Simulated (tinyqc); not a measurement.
# Thin-body transistor below threshold, two-dimensional Poisson equation on a small mesh: effects of single changes

A thin body on a thick buried insulator of low permittivity, taken as carrying no normal field at the bottom of the body (row 0). Mobile charge is neglected (subthreshold), the body is fully depleted, and potentials are counted from the intrinsic level; rows run upward to the gate, columns from source to drain.

Values chosen for this exercise; semiconductor permittivity close to that of germanium: temperature T = 300 K; relative permittivity of the semiconductor eps_r = 16; relative permittivity of the insulator eox = 3.9; body thickness tb = 6 nm; insulator thickness tox = 2 nm; channel length L = 35 nm; acceptor density of the depleted body Na = 3e18 cm^-3; potential of the source Vbi = 0.5 V; gate offset Vfb = 0.09 V; gate voltage Vg = 0.05 V; drain voltage Vd = 0.5 V.

Constants: q = 1.602176634e-19 C, kB = 1.380649e-23 J/K, Vt = kB T/q, eps0 = 8.8541878128e-14 F/cm where lengths are in cm. Results are converted to the units shown.

Each table varies one quantity; the others keep the values above.

## Effect of the insulator thickness

Mesh: rows i = 0..12 in the semiconductor (step hs = tb/12, row 12 on the interface), then 8 step(s) ho = tox/8 up to the gate row 20; columns j = 0..80 (step hy = L/80). Box integration, divided by eps0: up_i = eps hy/h of the interval above row i, dn_i = that of the interval below (0 for row 0), lat_i = (sum of eps h/2 over the intervals above and below)/hy, s_i = -q Na w_i hy/eps0 with w_i the semiconductor height of the box (hs/2 for row 0 and the interface row, hs between, 0 in the insulator). Each free node obeys (up + dn + 2 lat) psi = up psi(above) + dn psi(below) + lat [psi(left) + psi(right)] + s. Fixed values: gate row Vg - Vfb; column 0 at Vbi and the last column at Vbi + Vd in the semiconductor, each running linearly to Vg - Vfb across the insulator. The system is solved directly. On row 0 the minimum of psi and its place come from a parabola through the three lowest nodes; barrier = Vbi - minimum, swing = Vt ln 10/(d psi/dVg), DIBL = (d psi/dVd)/(d psi/dVg) there. Lambda = pi/k with k the smallest positive root of tan(k tox) tan(k tb) = eox/eps_r.

Effect of the insulator thickness:
```
tox (nm)	L/Lambda	barrier (V)	place y/L	swing (mV/decade)	DIBL (mV/V)
0.8	1.945	0.5724	0.4531	67.26	46.73
1.1	1.759	0.5646	0.4493	70.03	63.95
1.5	1.574	0.5530	0.4451	73.92	88.43
2.1	1.378	0.5349	0.4397	80.07	127.4
2.9	1.200	0.5118	0.4339	88.66	182.1
4	1.037	0.4830	0.4273	101.0	261.1
```

As tox goes from 0.8 to 4 nm, the barrier falls from 0.572 to 0.483 V, the swing rises from 67.3 to 101 mV a decade and DIBL rises from 46.7 to 261 mV/V; the ideal swing is 59.5. L/Lambda goes from 1.9 to 1.0.

## Effect of the relative permittivity of the insulator

Same model as above.

Effect of the relative permittivity of the insulator:
```
eox	L/Lambda	barrier (V)	place y/L	swing (mV/decade)	DIBL (mV/V)
3.9	1.406	0.5379	0.4405	79.03	120.7
5.9	1.639	0.5555	0.4465	72.45	79.08
8.8	1.868	0.5665	0.4514	68.41	53.77
13	2.082	0.5728	0.4553	65.89	38.20
20	2.293	0.5764	0.4586	64.15	27.59
30	2.458	0.5779	0.4609	63.15	21.51
```

As eox goes from 3.9 to 30, the barrier rises from 0.538 to 0.578 V, the swing falls from 79.0 to 63.1 mV a decade and DIBL falls from 121 to 21.5 mV/V; the ideal swing is 59.5. L/Lambda goes from 1.4 to 2.5.

## Effect of the drain voltage

Same model as above.

Results:
```
Vd (V)	L/Lambda	barrier (V)	place y/L	swing (mV/decade)	DIBL (mV/V)
0.05	1.406	0.5837	0.4925	78.18	151.4
0.25	1.406	0.5620	0.4665	78.44	135.0
0.45	1.406	0.5425	0.4453	78.89	123.2
0.65	1.406	0.5247	0.4273	79.46	114.2
1.05	1.406	0.4928	0.3979	80.78	101.2
```

Estimate the missing row, Vd = 0.85 V.

Computed row:
```
Vd (V)	L/Lambda	barrier (V)	place y/L	swing (mV/decade)	DIBL (mV/V)
0.85	1.406	0.5082	0.4117	80.10	107.1
```

With this row back in the table: As Vd goes from 0.05 to 1.05 V, the barrier falls from 0.584 to 0.493 V, the swing rises from 78.2 to 80.8 mV a decade and DIBL falls from 151 to 101 mV/V; the ideal swing is 59.5. The barrier top moves from y/L = 0.492 to 0.398, towards the source.

Computed by the program tinyqc: `OMP_NUM_THREADS=1 python tinyqc.py 2480082 2480083 out.jsonl`, one thread of a shared Intel Xeon 2.30GHz, about 0.09 s for the whole run.
